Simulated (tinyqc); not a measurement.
# Changing the anneal temperature T

Model: solubility, supersaturation, precipitation and gettering of an impurity in a silicon-like host. Computed by tinyqc, a small Python program. Command: `OMP_NUM_THREADS=1 python tinyqc.py 3018268 3018269 out.jsonl ripen sweep`. One thread of a shared host (Intel(R) Xeon(R) Processor @ 2.30GHz), about 0.01 s of CPU time with the checks.

The wafer was saturated at T1 and is then held at T.

Inputs (values chosen for the exercise, for a model impurity):
```
quantity                                   value    unit
site density N0                            5e+22  1/cm^3
enthalpy of solution H                      2.04      eV
entropy of solution S                        2.3     k_B
diffusion prefactor D0                   0.00029  cm^2/s
migration energy Q                          1.08      eV
temperature of saturation T1                1375       K
sink density n                           1.5e+09  1/cm^3
initial sink radius r0                        41      nm
impurity density in the precipitate C_p  2.6e+22  1/cm^3
interface energy gamma                      0.44   J/m^2
anneal time t                              56000       s
```

Constants: k_B = 8.617333262e-05 eV/K; k_B = 1.380649e-23 J/K.

Method:
- C_eq(T) = N0 exp(S/k_B - H/(k_B T)); D(T) = D0 exp(-Q/(k_B T)); C0 = C_eq(T1). Supersaturation s = C0/C_eq(T); critical radius r* = 2 gamma/(C_p k_B T ln s); barrier W* = (4 pi/3) gamma r*^2. Strain energy is left out.
- tau0 = 1/(4 pi n r0 D); C_fixed(t) = C_eq + (C0 - C_eq) exp(-t/tau0). If all excess precipitates, the final radius is r_f = [r0^3 + 3 (C0 - C_eq)/(4 pi n C_p)]^(1/3), with tau_f = 1/(4 pi n r_f D).
- Growing sinks: with y = r/r_f and y0 = r0/r_f, dy/dt = (1 - y^3)/(3 tau_f y), which integrates to t/tau_f = F(y) - F(y0), F(y) = (1/2) ln[(1 + y + y^2)/(1 - y)^2] - sqrt(3) arctan[(2y + 1)/sqrt(3)]; the share of the excess left is (1 - y^3)/(1 - y0^3), and C(t) = C_eq + (C0 - C_eq) x share.

One run for each value; columns: (1) anneal temperature T (K); (2) C(t) with growing sinks (1/cm^3); (3) tau_f (s); (4) supersaturation s; (5) critical radius r* (nm); (6) W*/(k_B T):
```
(1)          (2)         (3)         (4)     (5)     (6)
756   1.5332e+16  5.2232e+05  1.3250e+06  0.2300    9.34
825   1.1849e+16  1.3055e+05  9.6560e+04  0.2589   10.84
894   5.0500e+15  4.0419e+04  1.0543e+04  0.2960   13.08
962   5.2217e+14  1.5006e+04  1.6221e+03  0.3448   16.49
1030  5.5201e+13  6.3526e+03  3.1952e+02  0.4127   22.08
1100  2.2457e+14  2.9348e+03  7.4012e+01  0.5178   32.53
1170  8.1385e+14  1.4950e+03  2.0422e+01  0.6946   55.04
1240  2.5503e+15  8.3489e+02  6.5170e+00  1.0547  119.76
1310  7.0736e+15  5.1946e+02  2.3497e+00  2.1906  488.99
```

What does the table show, and why?

Over the rows, C(t) with growing sinks (1/cm^3) goes from 1.53e16 through a minimum among these rows, 5.52e13 at 1030, to 7.07e15; tau_f (s) falls from 522000 to 519 (exponent d ln y / d ln x -16 between the first rows and -8.6 between the last). When cold, diffusion is too slow for the time given; when hot, the solubility sets the floor.

Caution (rows 756, 825, 894, 962, 1030, 1100): the barrier to homogeneous nucleation is below 35 k_B T for these inputs, so new precipitates would form and outnumber the fixed sinks assumed here. Caution (rows 756, 825, 894, 962): a critical radius of atomic size is outside the capillary model.

Extremes, crossings and ranges named in words are read from the listed rows.
